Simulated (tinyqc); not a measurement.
## p-n diode with diffusion and depletion-layer recombination: effect of the hole lifetime

Abrupt junction in the depletion approximation, low injection, full ionisation, neutral widths fixed, ohmic contact on the p side. Vj is the junction voltage; where a series resistance Rs is given, V = Vj + J Rs is the terminal voltage.

ni = sqrt(Nc Nv) exp(-Eg/(2 Vt)), Eg in volts; D = mu Vt; Ln = sqrt(Dn tn), Lp = sqrt(Dp tp); J0n = q ni^2 Dn coth(wp/Ln)/(Ln Na); J0p = (q ni^2 Dp/(Lp Nd)) (s + tanh(wn/Lp))/(1 + s tanh(wn/Lp)), s = Sp Lp/Dp. J_diff = (J0n + J0p)(exp(Vj/Vt) - 1). Vbi = Vt ln(Na Nd/ni^2), W = sqrt(2 eps0 eps_r (Vbi - Vj)(1/Na + 1/Nd)/q), xp = W Nd/(Na + Nd), xn = W Na/(Na + Nd); u(x) = q Na (x + xp)^2/(2 eps0 eps_r) for x < 0 and Vbi - Vj - q Nd (xn - x)^2/(2 eps0 eps_r) for x > 0; p = Na exp(-u/Vt), n = Nd exp((u - Vbi + Vj)/Vt); U = ni^2 (exp(Vj/Vt) - 1)/(tp (n + ni exp(Et/Vt)) + tn (p + ni exp(-Et/Vt))); J_scr = q times the integral of U from -xp to xn. J = J_diff + J_scr.

Parameters, values chosen for the exercise; band and dielectric values close to those of silicon: temperature T = 300 K; band gap Eg = 1.13 eV; relative permittivity eps_r = 11.7; conduction-band density of states at T Nc = 2.78e19 cm^-3; valence-band density of states at T Nv = 2.67e19 cm^-3; acceptor density Na = 3.5e16 cm^-3; donor density Nd = 7.7e15 cm^-3; electron mobility in the p side mun = 780 cm^2/(V s); hole mobility in the n side mup = 390 cm^2/(V s); electron lifetime tn = 3e-7 s; neutral width of the p side wp = 19 um; neutral width of the n side wn = 0.52 um; recombination velocity at the n contact Sp = 1e5 cm/s; trap level above the intrinsic level Et = 0 eV; junction voltage at which recombination is evaluated Vj = 0.35 V.

Constants: q = 1.602176634e-19 C, kB = 1.380649e-23 J/K, Vt = kB T/q, eps0 = 8.8541878128e-14 F/cm where lengths are in cm. Results are converted to the units shown.

The same in every row: J0n (A/cm^2) = 4.466e-12.

Result of one run:
```
J0p (A/cm^2)	J_diff (A/cm^2)	J_scr (A/cm^2)	J_scr/J (%)	wn/Lp
1.610e-10	1.254e-4	1.927e-4	60.57	0.5179
```

Which hole lifetime tp gave this result: 1e-10, 1e-9, 1e-8, 1e-6 or 0.0001 s?

tp = 1e-9 s.

The whole series:
```
tp (s)	J0p (A/cm^2)	J_diff (A/cm^2)	J_scr (A/cm^2)	J_scr/J (%)	wn/Lp
1e-10	4.901e-10	3.749e-4	7.245e-4	65.90	1.638
1e-9	1.610e-10	1.254e-4	1.927e-4	60.57	0.5179
1e-8	1.117e-10	8.808e-5	5.287e-5	37.51	0.1638
1e-7	1.065e-10	8.413e-5	1.493e-5	15.07	0.05179
1e-6	1.060e-10	8.373e-5	4.309e-6	4.894	0.01638
1e-5	1.059e-10	8.369e-5	1.263e-6	1.487	0.005179
0.0001	1.059e-10	8.369e-5	3.751e-7	0.4462	0.001638
```

As tp goes from 1e-10 to 0.0001, J0p falls from 4.90e-10 to 1.06e-10 A/cm^2, J_scr falls from 7.25e-4 to 3.75e-7 A/cm^2 and its share falls from 65.9 to 0.446 %. J0p goes as tp^(-0.48) at the start and tp^(0.00) at the end.

tinyqc, about 0.01 s, one thread, Intel Xeon 2.30GHz (shared host): `OMP_NUM_THREADS=1 python tinyqc.py 2260136 2260137 out.jsonl`
